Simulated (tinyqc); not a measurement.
From results back to parameters: heavy doping: gap narrowing, degeneracy and the minority density. Two cases, with inputs chosen for the exercise.

Problem. The minority density was computed from a hidden true narrowing dEg.

F_j(eta) = (1/Gamma(j + 1)) integral_0^infinity x^j dx/(1 + exp(x - eta)), which tends to exp(eta) for eta << 0.

Majority: N = Nv F_1/2(eta), eta the distance of EF beyond the majority band edge in kT. Degeneracy factor gam = F_1/2(eta)/exp(eta). ni0^2 = Nc Nv exp(-Eg/kT); product n p = ni0^2 gam exp(dEg/kT), dEg the true narrowing; apparent narrowing dEa = dEg + kT ln gam; minority density = n p/N.

Constants: kB = 8.617333262e-05 eV/K.

Case 1.

Values chosen (gap and densities of states near those of Si at this temperature; narrowing constants near the fits for Si; the results hold for these values, not for the real material):
- N = 6.2e+18 1/cm^3 (ionised acceptors, equal to the majority density)
- Eg = 1.125 eV (gap)
- Nc = 2.76e+19 1/cm^3 (conduction-band density of states)
- Nv = 1.14e+19 1/cm^3 (valence-band density of states)
- T = 300 K

minority density = 42.8208 1/cm^3

Case 2.

Values chosen (gap and densities of states near those of Si at this temperature; narrowing constants near the fits for Si; the results hold for these values, not for the real material):
- N = 2.3e+18 1/cm^3 (ionised acceptors, equal to the majority density)
- Eg = 1.073 eV (gap)
- Nc = 5.12e+19 1/cm^3 (conduction-band density of states)
- Nv = 2.07e+19 1/cm^3 (valence-band density of states)
- T = 450 K

minority density = 1.48759e+09 1/cm^3

Find: dEa; gam; dEg.

Solution. dEa = kT ln(minority x N/ni0^2); gam follows from N alone, and dEg = dEa - kT ln gam.

Case 1.

dEa = 49.13 meV
gam = 0.8263
dEg = 54.07 meV

Case 2.

dEa = 46.97 meV
gam = 0.9615
dEg = 48.49 meV

Computed by tinyqc, one run a case: `OMP_NUM_THREADS=1 python tinyqc.py N N+1 out.jsonl` with N = 1680209, 1680340; one thread of a shared Intel(R) Xeon(R) Processor @ 2.30GHz, about 0.02 s a run at most.
